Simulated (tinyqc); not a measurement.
## Mass from the capacitance plateau

Inverse problem. Once one two-dimensional band is degenerate, Cq = q gv md m0 q/(pi hbar^2) and 1/C_G = 1/Cox + 1/Cq (no traps). Find Cq, md and the oxide-equivalent thickness 3.9 eps0/Cq that it adds.

Values chosen for this exercise:
```
symbol  value  unit            meaning
gv          1        valley degeneracy
```

Constants: q = 1.602176634e-19 C, hbar = 1.054571817e-34 J s, m0 = 9.1093837015e-31 kg, eps0 = 8.8541878128e-14 F/cm where lengths are in cm. Results are converted to the units shown.

C_G on the plateau = 1.9987184 uF/cm^2
Cox = 3.1392120 uF/cm^2

Answer. Removing Cox from the series leaves Cq, which is proportional to gv md.

Cq = 5.50 uF/cm^2
md = 0.0822 m0
added thickness = 0.628 nm

Program tinyqc, `OMP_NUM_THREADS=1 python tinyqc.py 2200143 2200144 out.jsonl`; Intel Xeon 2.30GHz, shared host, one thread, about 0.01 s.
